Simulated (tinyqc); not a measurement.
# Trap density from two Hall measurements

Inverse problem. p-type body, charge-sheet picture, full ionisation (an idealisation for deep acceptors), Boltzmann statistics for free electrons. e = Ec - EF at the surface. psi = Eg - Vt ln(Nv/Na) - e; N_dep = sqrt(2 eps0 eps_r Na (psi - Vt)/q); n_f = sqrt(N_dep^2 + 2 eps0 eps_r Vt Nc exp(-e/Vt)/q) - N_dep; Vg = Vfb + psi + q (N_dep + n_t + n_f)/Cox, Cox = eps0 eox/tox. Find e and n_t at both points and the mean trap density between them.

Inputs (values chosen for the exercise); band and dielectric values close to those of silicon:

| symbol | value | unit | meaning |
|---|---|---|---|
| T | 300 | K | temperature |
| Eg | 1.12 | eV | band gap |
| eps_r | 11.5 |  | relative permittivity |
| Nc | 2.84e19 | cm^-3 | conduction-band density of states at T |
| Nv | 2.65e19 | cm^-3 | valence-band density of states at T |
| eox | 3.9 |  | relative permittivity of the insulator |
| tox | 69 | nm | insulator thickness |
| Na | 4.1e15 | cm^-3 | acceptor density |
| Vfb | -0.87 | V | flat-band voltage without trapped charge |

Constants: q = 1.602176634e-19 C, kB = 1.380649e-23 J/K, Vt = kB T/q, eps0 = 8.8541878128e-14 F/cm where lengths are in cm. Results are converted to the units shown.

Vg (V): 1.4850195  4.0115815
free sheet density from the Hall effect (cm^-2): 2.5455169e10  4.0092192e11

Solution. Each n_f fixes e; what the gate voltage holds beyond psi, N_dep and n_f is trapped; the difference quotient is the density, smeared over a few Vt.

e (eV): 0.176  0.0870
n_t (cm^-2): 2.96e11  6.70e11
mean trap density = 4.20e12 cm^-2 eV^-1

Numbers from tinyqc (`OMP_NUM_THREADS=1 python tinyqc.py 2222221 2222222 out.jsonl`; about 0.02 s on one thread of a shared Intel Xeon 2.30GHz).
